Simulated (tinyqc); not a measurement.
# Threshold-voltage variability of a planar MOSFET, analytic estimates: a gate of 4 grains

Three independent sources add in quadrature: random dopants in the depleted layer, metal-gate grains of two orientations, and roughness of the two gate edges acting through the roll-off VT = VT(long) - Vr exp(-L/l). These are first-order estimates: no three-dimensional electrostatics, no percolation.

Each of 4 equal grains has the higher work function with probability p; the threshold shift is dW (j/4 - p) for j such grains, and the off current changes by exp(-shift/(n Vt)).

Values chosen for this exercise; material values close to those of silicon:

| symbol | value | unit | meaning |
|---|---|---|---|
| T | 400 | K | temperature |
| dW | 0.2 | eV | work-function difference of the two grain orientations |
| p | 0.6 |  | share of the orientation of higher work function |
| n | 1.13 |  | subthreshold factor |

Constants: q = 1.602176634e-19 C, kB = 1.380649e-23 J/K, Vt = kB T/q. Results are converted to the units shown.

Distribution:
```
j  probability  shift (mV)  Ioff factor  probability x factor
0     0.025600     -120.00       21.777               0.55749
1      0.15360      -70.00       6.0325               0.92659
2      0.34560      -20.00       1.6711               0.57753
3      0.34560       30.00      0.46292               0.15998
4      0.12960       80.00      0.12823              0.016619
```

What does the table show?

The standard deviation is dW sqrt(p (1 - p)/4) = 49.0 mV. The mean off current is 2.24 times the nominal one; the log-normal formula exp(s^2/(2 (n Vt)^2)) gives 2.21. Devices with j = 1, 15 % of all, carry 41 % of the mean leakage.

Computed by the program tinyqc: `OMP_NUM_THREADS=1 python tinyqc.py 2090091 2090092 out.jsonl`, one thread of a shared Intel Xeon 2.30GHz, about 0.01 s for the whole run.
